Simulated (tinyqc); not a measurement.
# Worked calculation: van der Pauw, Hall and four-point-probe measurements on a doped layer

Computed by the program tinyqc: `OMP_NUM_THREADS=1 python tinyqc.py 2850107 2850108 out.jsonl`, one thread of a shared Intel Xeon 2.30GHz, about 0.04 s for the whole run. Printed values are rounded.

A uniform n-type layer with sheet resistance Rs = 1/(q ns mu), point contacts, low field (mu B small).

Parameters, values chosen for the exercise:
- ns = 5.6e11 cm^-2 (sheet density of the layer)
- mu = 78 cm^2/(V s) (drift mobility)
- rH = 1.18 (Hall factor)
- B = 2 T (magnetic field)
- I = 100 uA (current)
- ar = 1.78 (side ratio a/b of a rectangular sample with corner contacts)
- t = 150 nm (thickness of the layer)

Constants: q = 1.602176634e-19 C. Results are converted to the units shown.

## Resistances and Hall voltage

Rs = 1/(q ns mu). For a rectangle with contacts at the corners, RA = (8 Rs/pi) sum_(k>=0) ln coth((2k + 1) pi a/(2 b)) with current along a short side b and voltage along the opposite one, RB the same with a and b exchanged; Hall voltage VH = rH B I/(q ns), negative for electrons.

Rs = 1.428917e5 ohm/square
RA = 2712.659 ohm
RB = 1.295880e5 ohm
VH = -263.0350 mV

RB/RA = 47.8; for a square both equal Rs ln 2/pi = 31500 ohm.

## Starting value

z = 2 ln 2/(pi (RA + RB)), exact for RA = RB.

z at the start = 0.003335367 mS

## Iteration 1: new z

The van der Pauw equation exp(-pi RA z) + exp(-pi RB z) = 1 is solved for z = 1/Rs: e1 = exp(-pi RA z), e2 = exp(-pi RB z), f = e1 + e2 - 1, f' = -pi (RA e1 + RB e2), z(new) = z - f/f'.

e1 = 0.9719759
e2 = 0.2572080
f = 0.2291840
f' = -112.9959 kohm
z after iteration 1 = 0.005363618 mS

## Iteration 2: new z

As before.

e1 = 0.9553198
e2 = 0.1126357
f = 0.06795550
f' = -53.99672 kohm
z after iteration 2 = 0.006622129 mS

## Iteration 3: new z

As before.

e1 = 0.9451286
e2 = 0.06747807
f = 0.01260670
f' = -35.52563 kohm
z after iteration 3 = 0.006976991 mS

## Course of the iteration

Stop when the step is below 1e-10 mS, or after 40 iterations.

Course of the iteration:
```
iteration  z before the step (mS)  step (mS)
1                     0.003335367    2.03e-3
2                     0.005363618    1.26e-3
3                     0.006622129    3.55e-4
4                     0.006976991    2.12e-5
5                     0.006998238    6.94e-8
6                     0.006998308   7.37e-13
```

Converged in 6 iterations.

## Sheet density, mobility and bulk values

converged z = 0.006998308 mS

Rs = 1/z; Hall sheet density B I/(q |VH|); Hall mobility |VH|/(Rs B I); true values ns = rH times the Hall density, mu = Hall mobility/rH; bulk density ns/t, resistivity Rs t; correction factor F = Rs/[(pi/ln 2)(RA + RB)/2].

Rs = 1.428917e5 ohm/square
Hall sheet density = 4.745763e11 cm^-2
Hall mobility = 92.04 cm^2/(V s)
ns = 5.6e11 cm^-2
mu = 78 cm^2/(V s)
bulk density = 3.733333e16 cm^-3
resistivity = 2.143375 ohm cm
F = 0.4765962

Taking the mean of RA and RB without F would overstate Rs by 110 %.
